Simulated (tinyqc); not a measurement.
Gate length: charge control and current of a heterostructure field-effect transistor. Computed by tinyqc, a small Python program. Command: `OMP_NUM_THREADS=1 python tinyqc.py 3006626 3006627 out.jsonl hemt walk`. One thread of a shared host (Intel(R) Xeon(R) Processor @ 2.30GHz), about 0.01 s of CPU time with the checks.

Two subbands in a triangular well; E_F is counted from the conduction band edge of the channel at the interface.

Inputs (values chosen for the exercise, modelled on AlGaN/GaN):
```
quantity,value,unit
channel mass m,0.19,m_0
permittivity eps (barrier and channel),9.55,-
barrier thickness d,18,nm
Schottky barrier phi_B,1.3,eV
conduction band offset dE_c,0.32,eV
polarisation charge sigma/e,1.1e+13,1/cm^2
gate voltage V_G,0,V
mobility mu,2100,cm^2/(V s)
saturation velocity v_s,1.5,1e7 cm/s
gate length L,1700,nm
source resistance R_S,1,ohm mm
temperature T,300,K
mixing,0.3,-
iteration cap,200,-
```

Charge source: polarisation. Velocity law: smooth.

Constants: e = 1.602176634e-19 C; eps_0 = 8.8541878128e-12 F/m; k_B = 8.617333262e-05 eV/K; hbar = 1.054571817e-34 J s; m_0 = 9.1093837015e-31 kg; k_B = 1.380649e-23 J/K.

Method:
- Threshold V_T = phi_B - dE_c - sigma d/(eps eps_0) (in volts); C_b = eps eps_0/d.
- Charge control: n_s = C_b (V_G - V_T - E_F/e)/e. Well: mean field F = e n_s/(2 eps eps_0), E_i = (hbar^2/2m)^(1/3) [(3 pi e F/2)(i + 3/4)]^(2/3), i = 0, 1; n_s = D k_B T sum_i ln(1 + exp((E_F - E_i)/k_B T)), D = m/(pi hbar^2), which is solved in closed form for E_F.
- Iteration from n_s = C_b (V_G - V_T)/(2e): E_F from n_s, n_out from the charge control, n_new = n_s + mixing (n_out - n_s), kept above n_s/10; stop when |n_out/n_s - 1| < 1e-9.
- C_g = e dn_s/dV_G = 1/(1/C_b + 1/C_q), 1/C_q = d(E_F/e)/d(e n_s) by a central difference of +/- 0.1 % in n_s; added distance dd = eps eps_0/C_q.
- With V = e n_s/C_g and V_c = v_s L/mu: for v = mu F/(1 + mu F/v_s), V_Dsat = V_c (sqrt(1 + 2V/V_c) - 1) and I/W = C_g v_s (V - V_Dsat); g_m = dI/dV; extrinsic g_m/(1 + g_m R_S); f_T = g_m/(2 pi C_g L).

sheet density n_s = 7.20111e+12 1/cm^2

gate capacitance C_g = 0.427056 microfarad/cm^2

V = 2.70163 V

Scaling; the last columns are v_s/(2 pi L) and mu V/(2 pi L^2):
```
L (nm),I/W (mA/mm),g_m (mS/mm),extrinsic g_m (mS/mm),f_T (GHz),velocity limit (GHz),mobility limit (GHz)
30,1525.9,600.32,375.13,7.4576e+02,795.77,1.0033e+05
60,1448.6,583.76,368.59,3.6259e+02,397.89,2.5082e+04
120,1346.1,560.53,359.19,1.7408e+02,198.94,6.2705e+03
250,1205.5,526.01,344.70,7.8413e+01,95.49,1.4447e+03
500,1040.6,481.08,324.82,3.5858e+01,47.75,3.6118e+02
1000,849.1,421.70,296.61,1.5716e+01,23.87,9.0295e+01
2000,644.5,347.66,257.97,6.4782e+00,11.94,2.2574e+01
5000,391.8,236.49,191.26,1.7627e+00,4.77,3.6118e+00
```

What does the comparison show, and why?

f_T scales as L^-1.04 at the short end and L^-1.42 at the long end; the two limits cross at L = mu V/v_s = 3780 nm. g_m tends to C_g v_s = 641 mS/mm, and R_S cuts it by 38 % at the shortest gate. Fringe capacitances and short-channel effects, left out, lower f_T once L is below about ten barrier thicknesses.

Extremes, crossings and ranges named in words are read from the listed rows.
